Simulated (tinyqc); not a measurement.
Inside a calculation. Method: Pariser-Parr-Pople SCF with singles CI, for the molecule O=C1C=CC(=O)C(F)=C1 (SMILES; centres numbered as the heavy atoms are written). Computed by tinyqc, a small Python program that keeps every step. Settings: charge = 0, gamma = MN, start = huckel, damping = 0, iteration cap = 85, excitations kept = 4. Command: `OMP_NUM_THREADS=1 python tinyqc.py 22089 22090 out.jsonl` (the two numbers bound the seeds that draw the settings). One thread of a shared host (Intel(R) Xeon(R) Processor @ 2.60GHz), about 0.02 s of CPU time with the checks. Later iterations appear only in the table of the cycle.

## PPP integrals

Centres (angstrom, eV; a flat drawing with bonds scaled to 1.40 angstrom):
```
centre          x          y  core charge z          W   gamma_rr
1O       2.939000  -0.411000              1  17.700000  15.200000
2C       1.576000  -0.092000              1  11.160000  11.130000
3C       1.171000   1.248000              1  11.160000  11.130000
4C      -0.193000   1.567000              1  11.160000  11.130000
5C      -1.150000   0.546000              1  11.160000  11.130000
6O      -2.514000   0.865000              1  17.700000  15.200000
7C      -0.745000  -0.794000              1  11.160000  11.130000
8F      -1.703000  -1.815000              2  39.000000  21.400000
9C       0.618000  -1.113000              1  11.160000  11.130000
```

Resonance integrals (eV):
```
i  j       beta
1  2  -2.620000
2  3  -2.500000
3  4  -2.500000
4  5  -2.500000
5  6  -2.620000
5  7  -2.500000
7  8  -2.200000
7  9  -2.500000
9  2  -2.500000
```

Mataga-Nishimoto: gamma = 14.399645/(R + a), a = 2 x 14.399645/(gamma_rr + gamma_ss); H_rr = -W_r - sum_(s != r) z_s gamma_rs; H_rs = beta for bonds.

repulsion gamma_rs (eV), lower triangle:
```
           1O         2C         3C         4C         5C         6O         7C         8F
1O  15.200000
2C   5.774607  11.130000
3C   4.092828   5.345805  11.130000
4C   3.001119   3.871936   5.343940  11.130000
5C   2.720364   3.517743   3.872322   5.346751  11.130000
6O   2.199209   2.719864   3.000781   4.092411   5.772353  15.200000
7C   3.001403   3.872322   3.517329   3.872498   5.345805   4.091980  11.130000
8F   2.554694   3.137558   2.831491   3.137793   4.350066   4.014524   6.300744  21.400000
9C   4.092411   5.345394   3.872260   3.517436   3.872695   3.001119   5.345872   4.350144

           9C
9C  11.130000
```

core matrix H (eV), lower triangle:
```
            1O          2C          3C          4C          5C          6O          7C          8F
1O  -47.691330
2C   -2.620000  -47.882785
3C    0.000000   -2.500000  -45.868247
4C    0.000000    0.000000   -2.500000  -46.481677
5C    0.000000    0.000000    0.000000   -2.500000  -50.308166
6O    0.000000    0.000000    0.000000    0.000000   -2.620000  -50.606765
7C    0.000000    0.000000    0.000000    0.000000   -2.500000    0.000000  -52.808696
8F    0.000000    0.000000    0.000000    0.000000    0.000000    0.000000   -2.200000  -69.677014
9C    0.000000   -2.500000    0.000000    0.000000    0.000000    0.000000   -2.500000    0.000000

            9C
9C  -48.907474
```

## Starting guess

pi electrons, sum of z_r less the charge = 10

Orbitals of the Hueckel matrix of the beta values.

P at the start, lower triangle:
```
           1O         2C         3C         4C        5C         6O        7C         8F
1O   1.284368
2C   0.716926   1.000000
3C   0.000000   0.429049   1.000000
4C  -0.267282   0.000000   0.826687   1.000000
5C   0.000000  -0.100896   0.000000   0.443172  1.000000
6O   0.317595   0.000000  -0.341201   0.000000  0.805645   1.000000
7C  -0.171296   0.000000  -0.126833   0.000000  0.379940   0.000000  1.000000
8F   0.338657  -0.143837   0.000000   0.032224  0.000000  -0.352376  0.671413   1.403309
9C  -0.298018   0.520639   0.000000  -0.218422  0.000000  -0.097378  0.599518  -0.354912

          9C
9C  1.312323
```

## Iteration 1: Fock matrix

F_rr = H_rr + P_rr gamma_rr / 2 + sum_(s != r) P_ss gamma_rs; F_rs = H_rs - P_rs gamma_rs / 2; E = tr P (H + F) / 2 + core repulsion sum_(r<s) z_r z_s gamma_rs.

F (eV), lower triangle:
```
           1O         2C         3C         4C         5C          6O         7C          8F
1O  -8.185012
2C  -4.689983  -4.155550
3C   0.000000  -3.646807  -4.911260
4C   0.401073   0.000000  -4.708884  -5.515295
5C   0.000000   0.177463   0.000000  -3.684766  -6.207529
6O  -0.349229   0.000000   0.511934   0.000000  -4.945235  -10.932727
7C   0.257065   0.000000   0.223056   0.000000  -3.515542    0.000000  -6.831456
8F  -0.432582   0.225648   0.000000  -0.050556   0.000000    0.707310  -4.315199  -21.899469
9C   0.609806  -3.891510   0.000000   0.384143   0.000000    0.146121  -4.102473    0.771959

           9C
9C  -5.288864
```

pi energy = -165.265880 eV

## Iteration 1: orbitals and new P

Diagonalise F (the basis is taken as orthonormal) and form P = 2 sum c c over the lowest orbitals.

orbital energies (eV): -23.130181  -15.202476  -12.759899  -10.278347  -10.069184  -5.175428  -0.705919  0.260793  3.133479

P after iteration 1, lower triangle:
```
           1O         2C         3C         4C         5C         6O        7C         8F
1O   1.278730
2C   0.790054   0.772493
3C   0.112470   0.353335   0.853297
4C  -0.244606   0.069210   0.843744   1.025957
5C  -0.176462  -0.033913   0.169831   0.428725   0.743250
6O   0.302198  -0.082265  -0.294192  -0.058369   0.739925   1.459667
7C  -0.296359   0.131673  -0.106736  -0.060119   0.358596  -0.000382  0.994450
8F   0.123686  -0.067683  -0.000202   0.014088  -0.013964  -0.058524  0.254825   1.928511
9C   0.007370   0.405689  -0.047900  -0.178257   0.113435  -0.223036  0.828413  -0.221888

          9C
9C  0.943645
```

## Iteration 2: Fock matrix

As before.

F (eV), lower triangle:
```
           1O         2C         3C         4C         5C         6O         7C          8F
1O  -9.935413
2C  -4.901125  -6.135242
3C  -0.230160  -3.444431  -6.403123
4C   0.367045  -0.133987  -4.754460  -6.214577
5C   0.240020   0.059649  -0.328821  -3.646142  -5.400710
6O  -0.332298   0.111874   0.441402   0.119434  -4.755555  -8.907216
7C   0.444747  -0.254939   0.187713   0.116404  -3.458492   0.000781  -6.329058
8F  -0.157990   0.106180   0.000285  -0.022102   0.030373   0.117473  -3.002794  -18.252280
9C  -0.015081  -3.584285   0.092741   0.313503  -0.219650   0.334680  -4.714296    0.482623

           9C
9C  -6.416278
```

pi energy = -171.828356 eV

## Iteration 2: orbitals and new P

As before.

orbital energies (eV): -19.073163  -15.160865  -13.544004  -11.252180  -10.541989  -4.730241  -1.281313  -0.385740  1.975599

P after iteration 2, lower triangle:
```
           1O         2C         3C         4C         5C         6O        7C         8F
1O   1.381612
2C   0.775839   0.756407
3C   0.031955   0.356179   0.949295
4C  -0.252106   0.099499   0.865857   0.945939
5C  -0.117156  -0.031000   0.130995   0.383130   0.767014
6O   0.295086  -0.125718  -0.295561   0.004888   0.799623   1.327424
7C  -0.281075   0.142385  -0.108996  -0.050662   0.340694   0.047023  0.899232
8F   0.080840  -0.051225   0.013218   0.009985  -0.027973  -0.044595  0.223996   1.952374
9C  -0.039095   0.402876  -0.057141  -0.156311   0.104068  -0.242766  0.841228  -0.174943

          9C
9C  1.020704
```

## Iteration 3: Fock matrix

As before.

F (eV), lower triangle:
```
           1O         2C         3C         4C         5C         6O         7C          8F
1O  -9.229294
2C  -4.860083  -5.585319
3C  -0.065392  -3.452032  -6.235188
4C   0.378300  -0.192627  -4.813544  -6.337336
5C   0.159354   0.054526  -0.253627  -3.524249  -5.971419
6O  -0.324477   0.170968   0.443457  -0.010002  -4.927855  -9.694552
7C   0.421809  -0.275680   0.191687   0.098094  -3.410642  -0.096210  -6.436459
8F  -0.103261   0.080361  -0.018713  -0.015666   0.060842   0.089513  -2.905671  -18.456093
9C   0.079997  -3.576766   0.110633   0.274907  -0.201512   0.364285  -4.748549    0.380513

           9C
9C  -6.272191
```

pi energy = -172.076492 eV

## Iteration 3: orbitals and new P

As before.

orbital energies (eV): -19.232919  -15.035671  -13.703330  -11.269254  -10.612514  -4.687336  -1.252884  -0.366847  1.942904

P after iteration 3, lower triangle:
```
           1O         2C         3C         4C         5C         6O        7C         8F
1O   1.349472
2C   0.793325   0.760794
3C   0.037401   0.350040   0.929920
4C  -0.257372   0.101192   0.870690   0.965660
5C  -0.126767  -0.028178   0.131190   0.374682   0.757211
6O   0.286074  -0.111059  -0.282490  -0.006393   0.795852   1.358693
7C  -0.278389   0.131082  -0.112205  -0.051897   0.344184   0.024654  0.924607
8F   0.071757  -0.042941   0.016198   0.008354  -0.033525  -0.030493  0.203954   1.960117
9C  -0.017523   0.385348  -0.056543  -0.145080   0.116726  -0.249814  0.850695  -0.164920

          9C
9C  0.993525
```

## Convergence

Stop when output and input P, before any damping, agree to 1e-7.

Course of the cycle:
```
iteration         E (eV)  largest |P(out) - P(in)|
1          -165.26587967                  5.25e-01
2          -171.82835559                  1.32e-01
3          -172.07649188                  3.21e-02
4          -172.10086382                  9.58e-03
5          -172.10420765                  3.42e-03
6          -172.10486451                  1.57e-03
7          -172.10502452                  8.06e-04
8          -172.10506714                  3.98e-04
9          -172.10507891                  2.08e-04
10         -172.10508221                  1.07e-04
11         -172.10508315                  5.61e-05
12         -172.10508342                  3.00e-05
13         -172.10508349                  1.62e-05
14         -172.10508351                  8.69e-06
15         -172.10508352                  4.67e-06
16         -172.10508352                  2.51e-06
17         -172.10508352                  1.35e-06
18         -172.10508352                  7.21e-07
19         -172.10508352                  3.87e-07
20         -172.10508352                  2.07e-07
21         -172.10508352                  1.11e-07
22         -172.10508352                  5.95e-08
```

Converged in 22 iterations.

## Converged orbitals

Charges are z - P_rr.

orbital energies (eV): -19.051914  -15.029722  -13.723240  -11.286685  -10.654009  -4.662703  -1.247159  -0.381234  1.923043

coefficients:
```
         MO1        MO2        MO3        MO4        MO5        MO6        MO7        MO8
1O  0.010746   0.332939  -0.506344  -0.092536   0.549412  -0.446445  -0.000488  -0.306026
2C  0.029600   0.422945  -0.441313  -0.028568   0.056817   0.339932   0.004444   0.563417
3C  0.015494   0.340552  -0.133682   0.538008  -0.217758   0.313688  -0.497057  -0.209180
4C  0.026707   0.339360   0.137447   0.539494  -0.227878  -0.292409   0.506387  -0.210058
5C  0.085645   0.417320   0.441635  -0.028447   0.037520  -0.361159  -0.028307   0.562287
6O  0.036196   0.339016   0.528932  -0.130209   0.512867   0.455598   0.017682  -0.299979
7C  0.266928   0.258912   0.101921  -0.410269  -0.381739  -0.290875  -0.497591  -0.231364
8F  0.954687  -0.180411  -0.057255   0.139183   0.121391   0.070711   0.092732   0.038033
9C  0.082049   0.300762  -0.153687  -0.452392  -0.413124   0.271322   0.489057  -0.199746

          MO9
1O  -0.171085
2C   0.434083
3C  -0.373926
4C   0.369043
5C  -0.416949
6O   0.161654
7C   0.389291
8F  -0.059942
9C  -0.388806
```

pi charges: 1O -0.355529, 2C 0.242880, 3C 0.058085, 4C 0.044497, 5C 0.242502, 6O -0.351996, 7C 0.074562, 8F 0.037277, 9C 0.007722

## Singles CI, singlets

Over the 4 single excitations with the smallest orbital gaps: A = (e_a - e_i) delta + 2 (ia|jb) - (ij|ab), with (pq|rs) = sum c_mp c_mq gamma_mn c_nr c_ns. f = 2/3 w |mu|^2 in atomic units, mu = sqrt2 sum c_ia sum_m c_mi c_ma R_m.

singlet CI matrix (eV), lower triangle:
```
           5>6        4>6       3>6       5>7
5>6   4.387057
4>6  -0.412455   3.009668
3>6   0.001849  -0.065174  6.494849
5>7   0.187910   0.117265  0.016167  5.995223
```

singlet excitation energies (eV): 2.885908  4.486237  6.018089  6.496564

oscillator strengths: 0.008103  1.902259  0.106365  0.003368

## Singles CI, triplets

Over the 4 single excitations with the smallest orbital gaps: A = (e_a - e_i) delta - (ij|ab), with (pq|rs) = sum c_mp c_mq gamma_mn c_nr c_ns.

triplet CI matrix (eV), lower triangle:
```
           5>6        4>6        3>6       5>7
5>6   0.714780
4>6   0.187282   1.961273
3>6  -0.034574   0.039578   3.603414
5>7  -0.303807  -0.774944  -0.067272  4.853154
```

triplet excitation energies (eV): 0.677032  1.777085  3.600678  5.077825
